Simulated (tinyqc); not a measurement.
FCI on RHF in the 6-311g basis, for H2, spin multiplicity 1, step by step. One step of it, computed by the program tinyqc.

Problem. Integrals over molecular orbitals. (pq|rs) = sum C_ip C_jq C_kr C_ls (ij|kl), one index at a time.

coefficients C:
```
            MO1        MO2        MO3        MO4        MO5        MO6
1H 1s  0.163995   0.101257  -0.045468  -0.097438  -1.086523  -1.133272
1H 2s  0.306503   0.062750  -0.809435  -1.380812   1.655379   1.219961
1H 3s  0.161646   1.618828   0.883634   1.898497  -1.061582  -0.472458
2H 1s  0.163995  -0.101257  -0.045468   0.097438   1.086523  -1.133272
2H 2s  0.306503  -0.062750  -0.809435   1.380812  -1.655379   1.219961
2H 3s  0.161646  -1.618828   0.883634  -1.898497   1.061582  -0.472458
```

core Hamiltonian H = T + V (hartree):
```
           1H 1s      1H 2s      1H 3s      2H 1s      2H 2s      2H 3s
1H 1s  -0.353386  -0.897194  -0.612229  -0.330642  -0.516716  -0.470209
1H 2s  -0.897194  -0.948716  -0.790267  -0.516716  -0.711598  -0.669554
1H 3s  -0.612229  -0.790267  -0.772347  -0.470209  -0.669554  -0.699614
2H 1s  -0.330642  -0.516716  -0.470209  -0.353386  -0.897194  -0.612229
2H 2s  -0.516716  -0.711598  -0.669554  -0.897194  -0.948716  -0.790267
2H 3s  -0.470209  -0.669554  -0.699614  -0.612229  -0.790267  -0.772347
```

Two-electron integrals (ij|kl) in chemists' order, unique and non-zero (hartree):
```
(11|11) 1.393035   (21|11) 0.822971   (21|21) 0.509703   (22|11) 0.822904
(22|21) 0.543028   (22|22) 0.644106   (31|11) 0.411256   (31|21) 0.257757
(31|22) 0.279868   (31|31) 0.130794   (32|11) 0.543681   (32|21) 0.365771
(32|22) 0.452669   (32|31) 0.189803   (32|32) 0.325140   (33|11) 0.494021
(33|21) 0.340115   (33|22) 0.445993   (33|31) 0.178035   (33|32) 0.331779
(33|33) 0.361682   (41|11) 0.108399   (41|21) 0.070415   (41|22) 0.080535
(41|31) 0.036083   (41|32) 0.055552   (41|33) 0.053178   (41|41) 0.015880
(42|11) 0.196366   (42|21) 0.134544   (42|22) 0.171085   (42|31) 0.070196
(42|32) 0.123720   (42|33) 0.126586   (42|41) 0.034044   (42|42) 0.089002
(43|11) 0.157081   (43|21) 0.108837   (43|22) 0.142657   (43|31) 0.057042
(43|32) 0.104996   (43|33) 0.110584   (43|41) 0.027726   (43|42) 0.077361
(43|43) 0.069207   (44|11) 0.544978   (44|21) 0.382190   (44|22) 0.513985
(44|31) 0.201216   (44|32) 0.381955   (44|33) 0.405942   (44|41) 0.108399
(44|42) 0.328202   (44|43) 0.297406   (44|44) 1.393035   (51|11) 0.328202
(51|21) 0.205614   (51|22) 0.223033   (51|31) 0.104319   (51|32) 0.151188
(51|33) 0.141719   (51|41) 0.034044   (51|42) 0.067238   (51|43) 0.054397
(51|44) 0.196366   (51|51) 0.089002   (52|11) 0.414669   (52|21) 0.278288
(52|22) 0.342095   (52|31) 0.144266   (52|32) 0.244682   (52|33) 0.247729
(52|41) 0.053302   (52|42) 0.126258   (52|43) 0.108333   (52|44) 0.414669
(52|51) 0.126258   (52|52) 0.216490   (53|11) 0.336388   (53|21) 0.230537
(53|22) 0.298224   (53|31) 0.120450   (53|32) 0.219675   (53|33) 0.234323
(53|41) 0.045844   (53|42) 0.118173   (53|43) 0.105327   (53|44) 0.408817
(53|51) 0.105828   (53|52) 0.198194   (53|53) 0.192771   (54|11) 0.382190
(54|21) 0.266725   (54|22) 0.355793   (54|31) 0.140183   (54|32) 0.264231
(54|33) 0.282010   (54|41) 0.070415   (54|42) 0.205614   (54|43) 0.186650
(54|44) 0.822971   (54|51) 0.134544   (54|52) 0.278288   (54|53) 0.275638
(54|54) 0.509703   (55|11) 0.513985   (55|21) 0.355793   (55|22) 0.470270
(55|31) 0.186554   (55|32) 0.350056   (55|33) 0.379091   (55|41) 0.080535
(55|42) 0.223033   (55|43) 0.203105   (55|44) 0.822904   (55|51) 0.171085
(55|52) 0.342095   (55|53) 0.342861   (55|54) 0.543028   (55|55) 0.644106
(61|11) 0.297406   (61|21) 0.186650   (61|22) 0.203105   (61|31) 0.094750
(61|32) 0.137856   (61|33) 0.129445   (61|41) 0.027726   (61|42) 0.054397
(61|43) 0.044177   (61|44) 0.157081   (61|51) 0.077361   (61|52) 0.108333
(61|53) 0.090707   (61|54) 0.108837   (61|55) 0.142657   (61|61) 0.069207
(62|11) 0.408817   (62|21) 0.275638   (62|22) 0.342861   (62|31) 0.143145
(62|32) 0.246958   (62|33) 0.253211   (62|41) 0.045844   (62|42) 0.105828
(62|43) 0.090707   (62|44) 0.336388   (62|51) 0.118173   (62|52) 0.198194
(62|53) 0.180981   (62|54) 0.230537   (62|55) 0.298224   (62|61) 0.105327
(62|62) 0.192771   (63|11) 0.394785   (63|21) 0.272492   (63|22) 0.359818
(63|31) 0.142782   (63|32) 0.268927   (63|33) 0.296056   (63|41) 0.047138
(63|42) 0.118274   (63|43) 0.105346   (63|44) 0.394785   (63|51) 0.118274
(63|52) 0.217729   (63|53) 0.212884   (63|54) 0.272492   (63|55) 0.359818
(63|61) 0.105346   (63|62) 0.212884   (63|63) 0.256461   (64|11) 0.201216
(64|21) 0.140183   (64|22) 0.186554   (64|31) 0.073637   (64|32) 0.138550
(64|33) 0.148147   (64|41) 0.036083   (64|42) 0.104319   (64|43) 0.094750
(64|44) 0.411256   (64|51) 0.070196   (64|52) 0.144266   (64|53) 0.143145
(64|54) 0.257757   (64|55) 0.279868   (64|61) 0.057042   (64|62) 0.120450
(64|63) 0.142782   (64|64) 0.130794   (65|11) 0.381955   (65|21) 0.264231
(65|22) 0.350056   (65|31) 0.138550   (65|32) 0.261645   (65|33) 0.286820
(65|41) 0.055552   (65|42) 0.151188   (65|43) 0.137856   (65|44) 0.543681
(65|51) 0.123720   (65|52) 0.244682   (65|53) 0.246958   (65|54) 0.365771
(65|55) 0.452669   (65|61) 0.104996   (65|62) 0.219675   (65|63) 0.268927
(65|64) 0.189803   (65|65) 0.325140   (66|11) 0.405942   (66|21) 0.282010
(66|22) 0.379091   (66|31) 0.148147   (66|32) 0.286820   (66|33) 0.324182
(66|41) 0.053178   (66|42) 0.141719   (66|43) 0.129445   (66|44) 0.494021
(66|51) 0.126586   (66|52) 0.247729   (66|53) 0.253211   (66|54) 0.340115
(66|55) 0.445993   (66|61) 0.110584   (66|62) 0.234323   (66|63) 0.296056
(66|64) 0.178035   (66|65) 0.331779   (66|66) 0.361682
```

Give: one-electron integrals over orbitals h = C^T H C; Two-electron integrals over orbitals.

Solution.

one-electron integrals over orbitals h = C^T H C (hartree):
```
        1       2       3       4       5       6
1  -1.114   0.000   0.122   0.000   0.000   0.065
2   0.000  -0.535   0.000   0.207   0.029   0.000
3   0.122   0.000  -0.335   0.000   0.000  -0.142
4   0.000   0.207   0.000  -0.263  -0.203   0.000
5   0.000   0.029   0.000  -0.203   1.413   0.000
6   0.065   0.000  -0.142   0.000   0.000   1.510
```

Two-electron integrals over orbitals (pq|rs), unique and non-zero (hartree):
```
(11|11) 0.579    (21|21) 0.069    (22|11) 0.367    (22|22) 0.314
(31|11) -0.122   (31|22) -0.037   (31|31) 0.054    (32|21) 0.015
(32|32) 0.031    (33|11) 0.357    (33|22) 0.280    (33|31) -0.039
(33|33) 0.281    (41|21) -0.074   (41|32) 0.007    (41|41) 0.098
(42|11) -0.140   (42|22) -0.058   (42|31) 0.048    (42|33) -0.051
(42|42) 0.064    (43|21) 0.048    (43|32) 0.015    (43|41) -0.050
(43|43) 0.040    (44|11) 0.462    (44|22) 0.335    (44|31) -0.081
(44|33) 0.308    (44|42) -0.102   (44|44) 0.401    (51|21) -0.029
(51|32) 0.019    (51|41) 0.056    (51|43) -0.029   (51|51) 0.077
(52|11) -0.029   (52|22) 0.006    (52|31) 0.024    (52|33) -0.005
(52|42) 0.011    (52|44) -0.019   (52|52) 0.028    (53|21) 0.034
(53|32) -0.007   (53|41) -0.049   (53|43) 0.024    (53|51) -0.043
(53|53) 0.032    (54|11) 0.129    (54|22) 0.038    (54|31) -0.058
(54|33) 0.046    (54|42) -0.052   (54|44) 0.090    (54|52) -0.041
(54|54) 0.085    (55|11) 0.607    (55|22) 0.381    (55|31) -0.142
(55|33) 0.363    (55|42) -0.159   (55|44) 0.496    (55|52) -0.062
(55|54) 0.188    (55|55) 0.734    (61|11) -0.065   (61|22) -0.017
(61|31) 0.040    (61|33) -0.019   (61|42) 0.031    (61|44) -0.055
(61|52) 0.038    (61|54) -0.069   (61|55) -0.136   (61|61) 0.072
(62|21) -0.010   (62|32) 0.007    (62|41) 0.021    (62|43) -0.014
(62|51) 0.036    (62|53) -0.017   (62|62) 0.019    (63|11) 0.091
(63|22) 0.037    (63|31) -0.035   (63|33) 0.033    (63|42) -0.037
(63|44) 0.067    (63|52) -0.019   (63|54) 0.049    (63|55) 0.127
(63|61) -0.039   (63|63) 0.033    (64|21) 0.026    (64|32) -0.019
(64|41) -0.050   (64|43) 0.022    (64|51) -0.063   (64|53) 0.037
(64|62) -0.029   (64|64) 0.056    (65|21) 0.110    (65|32) -0.006
(65|41) -0.145   (65|43) 0.083    (65|51) -0.123   (65|53) 0.090
(65|62) -0.054   (65|64) 0.107    (65|65) 0.285    (66|11) 0.600
(66|22) 0.371    (66|31) -0.137   (66|33) 0.361    (66|42) -0.154
(66|44) 0.485    (66|52) -0.059   (66|54) 0.179    (66|55) 0.707
(66|61) -0.119   (66|63) 0.119    (66|66) 0.694
```
